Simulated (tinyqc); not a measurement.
From results to parameters: Luttinger model of the valence bands. Computed by the program tinyqc.

Problem. In the four-band Luttinger model 1/m = g1 -/+ 2 g2 along [100] and g1 -/+ 2 g3 along [111]. Find g1, g2, g3 and the light hole mass along [111].

heavy and light hole masses along [100] (electron masses): 0.112233  0.051680
heavy hole mass along [111] = 0.311526 electron masses

Solution. The mean of the two inverse masses along [100] is g1 and a quarter of their difference is g2; g3 = (g1 - 1/m_hh[111])/2.

g1, g2, g3: 14.1300  2.6100  5.4600
light hole mass along [111] = 0.0399 electron masses
